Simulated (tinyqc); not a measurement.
Heavy doping: gap narrowing, degeneracy and the minority density: one step. Degeneracy of the majority band. Two cases, with inputs chosen for the exercise.

Problem. Solve for eta and form gam.

F_j(eta) = (1/Gamma(j + 1)) integral_0^infinity x^j dx/(1 + exp(x - eta)), which tends to exp(eta) for eta << 0.

Majority: N = Nc F_1/2(eta), eta the distance of EF beyond the majority band edge in kT. Degeneracy factor gam = F_1/2(eta)/exp(eta). ni0^2 = Nc Nv exp(-Eg/kT); product n p = ni0^2 gam exp(dEg/kT), dEg the true narrowing; apparent narrowing dEa = dEg + kT ln gam; minority density = n p/N.

Case 1.

Values chosen (out of a larger set: gap and densities of states near those of Si at this temperature; narrowing constants near the fits for Si; not measured data): N = 5e+18 1/cm^3 (ionised donors, equal to the majority density); Nc = 2.79e+19 1/cm^3 (conduction-band density of states).

Case 2.

Values chosen (out of a larger set: gap and densities of states near those of InP at this temperature; narrowing constants of the size fitted for Si, not for this material; not measured data): N = 3e+16 1/cm^3 (ionised donors, equal to the majority density); Nc = 5.57e+17 1/cm^3 (conduction-band density of states).

Give: N/Nc; eta; gam.

Solution.

Case 1.

N/Nc = 0.1792
eta = -1.6560
gam = 0.9388

Case 2.

N/Nc = 0.05386
eta = -2.9023
gam = 0.9812

Computed by tinyqc, one run a case: `OMP_NUM_THREADS=1 python tinyqc.py N N+1 out.jsonl` with N = 1650103, 1650492; one thread of a shared Intel(R) Xeon(R) Processor @ 2.30GHz, about 0.01 s a run at most.
